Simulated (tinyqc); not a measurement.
From wire to sheet: nanosheet or nanowire with hard walls, valleys of the Ge type.

Four ellipsoidal valleys along <111>: inverse mass tensor w = 1/mt + (1/ml - 1/mt) a a^T with a the unit axis. Device axes: x along the channel, z = [001], y = z x x. The Gamma and Delta valleys are left out; the heavy Delta valleys, about 0.18 eV up, lie lowest once the L levels pass about 0.2 eV.

Hard walls around a W x H rectangle. The block w_c of w in (y, z) confines; the transport mass follows from 1/m_x = w_xx - w_xc w_c^-1 w_cx. The cross-section problem c (w_yy ky^2 + 2 w_yz ky kz + w_zz kz^2), c = hbar^2/2m0, is solved in products sin(n pi y/W) sin(l pi z/H), n, l = 1 to 12; if w_yz = 0 the levels are c pi^2 (w_yy n^2/W^2 + w_zz l^2/H^2). The w_yz term couples (n, l) to (n', l') by -2 c w_yz D_nn'(W) D_ll'(H) with D_nm(L) = 4 n m/(L (n^2 - m^2)) for n + m odd and 0 otherwise.

Without degeneracy the line density is N1 exp((EF - Ec)/kB T) with N1 = sum 2 g sqrt(m_x kB T/(4 pi c)) exp(-E/kB T), here over n, l up to 80 where w_yz = 0 and over all levels of a 12 x 12 sine basis otherwise; the classical value is W H Nc with Nc = 2 g_all (m_dos kB T/(4 pi c))^(3/2), m_dos = (ml mt^2)^(1/3); dVt = kB T ln(W H Nc/N1).

Constants: hbar^2/2m0 = 3.80998211 eV angstrom^2; kB = 8.617333262e-05 eV/K.

Values chosen for the exercise (near those of Ge; the results hold for these values, not for the real material): ml = 1.59 m0 (longitudinal mass); mt = 0.083 m0 (transverse mass); T = 350 K (temperature); g_all = 4 (number of valleys); channel = 110 (transport direction x on a (001) wafer); H = 78 angstrom (height, along z = [001]); Ws = (30, 40, 50, 65, 85, 110, 140) angstrom (widths).

Valleys:
```
group  valleys g      w_yy     w_zz   |w_yz|  m_x (m0)
A              2   4.43535  8.24177  5.38309   0.08300
B              2  12.04819  8.24177  0.00000   1.08767
```

Lowest level of each group (groups ordered by w_zz, then w_yy) and dVt against the width.

Results:
```
W (angstrom)  A1 (eV)  B1 (eV)  dVt (mV)
30             0.2027   0.5543     199.2
40             0.1250   0.3341     130.8
50             0.0914   0.2322     102.7
85             0.0601   0.1136      68.8
110            0.0556   0.0884      59.5
140            0.0535   0.0741      53.9
```

Give the missing row, W (angstrom) = 65.

Computed row:
```
W (angstrom)  A1 (eV)  B1 (eV)  dVt (mV)
65             0.0702   0.1582      83.0
```

dVt falls from 199 to 54 mV. Group A is lowest at every width, by 352 meV in the narrowest and 21 meV in the widest. At the widest W the lowest level is 0.0535 eV; the film limit c pi^2 w_zz/H^2 of that group is 0.0509 eV.

Program tinyqc; command `OMP_NUM_THREADS=1 python tinyqc.py 1280283 1280284 out.jsonl`; about 0.3 s on one thread of a shared Intel(R) Xeon(R) Processor @ 2.30GHz.
